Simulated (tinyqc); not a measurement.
# Bandgap voltage reference from two bipolar transistors: output against temperature

Two transistors of area 1 and N carry the same current I. Is(T) = Is (T/T0)^eta exp[(Vg0 q/kB)(1/T0 - 1/T)], VBE1 = Vt ln(I/Is(T)) + I rb, VBE2 = Vt ln(I/(N Is(T))) + I rb/N. The amplifier forces I R1(T) = VBE1 - VBE2 + Vos, with R(T) = R (1 + tc (T - T0)) for both resistors, and the output is Vref = VBE1 + I R2(T). Base currents and the Early effect are neglected.

Vt = kB T/q; I = (Vt ln N + Vos)/(R1(T) - rb (1 - 1/N)).

Inputs (values chosen for the exercise); values of the order met in silicon bipolar transistors:
```
symbol,value,unit,meaning
T0,323,K,reference temperature
Vg0,1.153,V,band-gap voltage extrapolated to 0 K
eta,3.8,,temperature exponent of the saturation current
Is,1.1e-16,A,saturation current of the unit transistor at T0
N,8,,area ratio of the second transistor
R1,8.3,kohm,"resistor across which the difference of VBE falls, at T0"
tc,-1500,ppm/K,temperature coefficient of both resistors
Vos,0,mV,offset of the amplifier
rb,16,ohm,series resistance of the unit transistor
R2,77.34,kohm,output resistor at T0
```

Constants: q = 1.602176634e-19 C, kB = 1.380649e-23 J/K. Results are converted to the units shown.

Output against temperature:
```
T (K)  I (uA)  VBE1 (V)  I R2 (V)  Vref (V)  Vref - Vref(T0) (mV)  dVref/dT (uV/K)
218     4.072    0.8601    0.3645     1.225                -8.074            112.4
233     4.439    0.8366    0.3896     1.226                -6.479            100.4
253     4.951    0.8050    0.4231     1.228                -4.617            86.10
273     5.491    0.7731    0.4566     1.230                -3.023            73.57
298     6.211    0.7330    0.4984     1.231                -1.357            60.10
323     6.985    0.6925    0.5402     1.233                     0            48.81
348     7.820    0.6517    0.5821     1.234                 1.100            39.49
373     8.722    0.6107    0.6239     1.235                 1.990            32.01
398     9.700    0.5696    0.6658     1.235                 2.715            26.26
423     10.77    0.5283    0.7077     1.236                 3.317            22.21
```

VBE1 falls by 1.62 mV/K on average and I R2 rises by 1.67 mV/K. Between 233 and 398 K Vref spans 9.19 mV, or 45.2 ppm/K by the box method (span over the average over T, over 165 K).

tinyqc, about 0.01 s, one thread, Intel Xeon 2.30GHz (shared host): `OMP_NUM_THREADS=1 python tinyqc.py 2062159 2062160 out.jsonl`
